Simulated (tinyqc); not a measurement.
Tunnelling through a gate dielectric, WKB transmission and Tsu-Esaki current: one step of the calculation.

Electrons leave the emitter at x = 0. Energies E (motion across the layers) are in eV from the emitter Fermi level; the collector Fermi level lies at -V and offers states at every E. No charge in the dielectric and no image force: F1 = V/t1, U = phi1 - F1 x. With C = hbar^2/(2 m0), kappa = sqrt(m (U - E)/C) where U > E and 0 elsewhere; T(E) = exp(-S), S = 2 times the integral of kappa over x.

Task. WKB exponent by the midpoint rule. Cut each layer into nc equal cells, take U and kappa at the cell centres, and sum S = 2 sum kappa h.

Parameters, values chosen for the exercise; dielectric values close to those of zirconium oxide: barrier of layer 1 above the emitter Fermi level at zero bias phi1 = 1.45 eV; tunnelling mass of layer 1 m1 = 0.24 m0; thickness of layer 1 t1 = 3.3 nm; voltage across the dielectric V = 1.1 V; energy of the electron followed E = 0.09 eV; cells in each layer nc = 9.

Constants: q = 1.602176634e-19 C, hbar = 1.054571817e-34 J s, m0 = 9.1093837015e-31 kg, hbar^2/(2 m0) = 0.0380998212 eV nm^2. Results are converted to the units shown.

Give: x; U; kappa; S; T(E).

Result.

```
cell,x (nm),U (eV),kappa (1/nm)
0,0.1833,1.3889,2.8604
1,0.5500,1.2667,2.7225
2,0.9167,1.1444,2.5772
3,1.2833,1.0222,2.4233
4,1.6500,0.9000,2.2588
5,2.0167,0.7778,2.0815
6,2.3833,0.6556,1.8875
7,2.7500,0.5333,1.6711
8,3.1167,0.4111,1.4222
```

S = 14.597
T(E) = 4.5785e-7

tinyqc, about 0.02 s, one thread, Intel Xeon 2.30GHz (shared host): `OMP_NUM_THREADS=1 python tinyqc.py 2540052 2540053 out.jsonl`
